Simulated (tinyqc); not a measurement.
Lattice vibrations of a chain, step by step. One step of it, computed by the program tinyqc.

Question. Dynamical matrix at q = 0.17. q is in units of 2 pi/a. A spring k from atom i to atom j, n cells on, adds k to Phi_ii and Phi_jj, -k exp(2 pi i q n) to Phi_ij and the conjugate to Phi_ji (for one atom a cell: 2k (1 - cos 2 pi q n)); D_ij = Phi_ij / sqrt(m_i m_j).

A chain moving along its axis:
```
atom                mass (u)  spring to the next atom (eV/angstrom^2)
1                  83.000000                                22.900000
2                  92.100000                                 2.800000
second neighbours          -                                 2.900000
```

Give: D(q).

Answer.

D(q) (eV/(angstrom^2 u)):
$$\begin{pmatrix}
0.346 & -0.277+0.028i \\
-0.277-0.028i & 0.312
\end{pmatrix}$$
